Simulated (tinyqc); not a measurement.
# Changing the exchange current of the suppressed surface i_0

Model: bottom-up copper filling of a trench by curvature-enhanced accelerator coverage. Computed by tinyqc, a small Python program. Command: `OMP_NUM_THREADS=1 python tinyqc.py 3026148 3026149 out.jsonl superfill sweep`. One thread of a shared host (Intel(R) Xeon(R) Processor @ 2.30GHz), about 0.1 s of CPU time with the checks.

A rectangular trench keeps vertical walls and a flat floor. An accelerator floats on the surface; where area is lost in the corners it is passed on to the floor.

Inputs (values chosen for the exercise, close to those used for damascene copper plating):
```
quantity,value,unit
trench width w,54,nm
aspect ratio h/w,2.4,-
exchange current of the accelerated surface i_1,0.94,mA/cm^2
transfer coefficient alpha,0.37,-
overpotential eta,0.15,V
starting coverage theta_0,0.0096,-
adsorption rate k_a,0,1/s
cupric ion concentration C,0.7,mol/l
diffusivity D,4.7e-06,cm^2/s
boundary layer delta,77,um
temperature T,298,K
```

Constants: e = 1.602176634e-19 C; N_A = 6.02214076e+23 1/mol; k_B = 8.617333262e-05 eV/K.

Method. Kinetic current i_k = [i_0 (1 - theta) + i_1 theta] exp(alpha eta/(k_B T)), limit i_L = 2 F D C/delta, i = 1/(1/i_k + 1/i_L); velocity v = i Omega/(2F), Omega = 7.11 cm^3/mol, F = e N_A. Depletion inside the trench is ignored. Half width x, floor height y, depth h = aspect ratio x w. dx/dt = -v_s, dy/dt = v_b. d theta_b/dt = k_a (1 - theta_b) + [theta_s v_b + theta_b v_s]/x: the floor takes the accelerator of the wall it covers and keeps its own as it narrows. d theta_s/dt = k_a (1 - theta_s). theta_b is capped at 1. Integrate (tolerance 1e-9) until the walls meet (x = 0.02 w/2) or the floor passes the original mouth y = h. Start: x = w/2, y = 0, theta_b = theta_s = theta_0. Height filled = y/h, opening left = x/(w/2).

One run for each value:
```
exchange current of the suppressed surface i_0 (mA/cm^2),ratio v(1)/v(theta_0),share of the height filled from the floor,"opening left, as a share of w"
0.0047,62.62,1.000,0.08806
0.0091,47.51,1.000,0.04762
0.0180,31.94,0.805,0.02000
0.0340,20.12,0.525,0.02000
0.0650,11.74,0.364,0.02000
0.1300,6.30,0.276,0.02000
0.2400,3.56,0.237,0.02000
0.4700,1.89,0.215,0.02000
```

Describe and explain the trends.

Over the rows, ratio v(1)/v(theta_0) falls from 62.6 to 1.89 (exponent d ln y / d ln x -0.42 between the first rows and -0.94 between the last); share of the height filled from the floor falls from 1.00 to 0.215, flat over part of the range; opening left, as a share of w falls from 0.0881 to 0.0200, flat over part of the range. A stronger suppressor (smaller i_0) raises the contrast, until theta_0 i_1 outweighs i_0.

Caution (all rows): real profiles develop slanted corners, and accelerator is consumed; both are left out.
